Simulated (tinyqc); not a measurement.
Worked calculation: CIS on RHF in the 6-31g basis, for H2, spin multiplicity 1. One step of it, computed by the program tinyqc.

Question. CIS matrix, singlets. A(ia,jb) = (e_a - e_i) d_ij d_ab + 2 (ia|jb) - (ij|ab).

orbital energies (hartree): MO1 -0.521711, MO2 0.160782, MO3 0.916738, MO4 1.146722

Two-electron integrals over orbitals (pq|rs), unique and non-zero (hartree):
```
(11|11) 0.562323    (21|21) 0.109003    (22|11) 0.440136    (22|22) 0.401647
(31|11) 0.132092    (31|22) 0.068927    (31|31) 0.093114    (32|21) 0.011778
(32|32) 0.037867    (33|11) 0.501929    (33|22) 0.403212    (33|31) 0.118252
(33|33) 0.473099    (41|21) -0.080335   (41|32) -0.049934   (41|41) 0.108723
(42|11) -0.136187   (42|22) -0.073045   (42|31) -0.080909   (42|33) -0.119122
(42|42) 0.082573    (43|21) -0.121330   (43|32) -0.039500   (43|41) 0.124755
(43|43) 0.174895    (44|11) 0.563540    (44|22) 0.447784    (44|31) 0.168133
(44|33) 0.529537    (44|42) -0.161498   (44|44) 0.623835
```

Give: CIS matrix A, singlet.

Answer.

CIS matrix A, singlet (hartree), order 1>2, 1>3, 1>4:
$$\begin{pmatrix}
0.4604 & 0.0000 & -0.0245 \\
0.0000 & 1.1227 & 0.0000 \\
-0.0245 & 0.0000 & 1.3223
\end{pmatrix}$$
